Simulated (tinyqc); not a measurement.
Changing the starting point (curvature and rotation are those of the first step): minimum-mode following (dimer method) and harmonic rate on a two-dimensional model surface. Computed by tinyqc, a small Python program. Command: `OMP_NUM_THREADS=1 python tinyqc.py 3006486 3006487 out.jsonl dimer sweep`. One thread of a shared host (Intel(R) Xeon(R) Processor @ 2.30GHz), about 0.04 s of CPU time with the checks.

V(x, y) = -A (cos kx + cos ky) - B cos kx cos ky + (C sin ky + S sin kx)(1 - cos kx), k = 2 pi/a; the atom hops from the minimum at (0, 0) to that at (a, 0).

Inputs (values chosen for the exercise, for a model surface): amplitude A = 0.41 eV; amplitude B = 0.16 eV; skew C = 0.12 eV; asymmetry S = 0.091 eV; period a = 3.5 angstrom; offset of the start in y = -0.019 angstrom; first angle of the dimer = 30 degrees; half length delta = 0.005 angstrom; step factor eta = 0.25 angstrom^2/eV.

Surface: adatom on a square lattice.

Method:
- Newton steps x(new) = x - H^-1 grad V (moves limited to 0.3 angstrom) from (0, 0), (a, 0) and (a/2, 0) give the two minima and the saddle.
- R0 = start minimum + fraction x (saddle - minimum) + (0, offset); in practice such a guess comes from a displaced minimum.
- Dimer at R with unit axis N = (cos phi, sin phi) and normal T = (-sin phi, cos phi). Gradients g at R +/- delta N and at R +/- delta T give H N and H T by central differences, (g+ - g-)/(2 delta). With C_N = N.H N, C_T = T.H T and b = T.H N, rotate by theta = (1/2) atan2(-2b, C_T - C_N), the angle of least curvature C = (C_N + C_T)/2 - sqrt((C_N - C_T)^2/4 + b^2).
- Translate along F = -g + 2 (g.N) N if C < 0, else along F = (g.N) N, with the new axis: R(new) = R + eta F, the move limited to 0.2 angstrom.
- R0 = start minimum + fraction x (saddle - minimum) + (0, offset). Stop when |g| is below 1e-5 eV/angstrom, after 150 steps at most.

One run for each value; columns: (1) start as a fraction of the way from minimum to saddle; (2) steps; (3) least curvature C (eV/angstrom^2); (4) rotation theta (degrees):
```
(1)  (2)     (3)     (4)
0.2   39   1.545  -81.92
0.3   35   1.204  -70.24
0.4   33   0.675  -59.03
0.5   32  -0.008  -50.94
0.6   28  -0.738  -45.61
0.7   24  -1.378  -41.97
0.8   20  -1.810  -39.21
0.9   18  -1.964  -36.78
```

Over the rows, steps falls from 39.0 to 18.0 (exponent d ln y / d ln x -0.27 between the first rows and -0.89 between the last). Starts with a positive curvature must first climb out of the convex region around the minimum.

Extremes, crossings and ranges named in words are read from the listed rows.
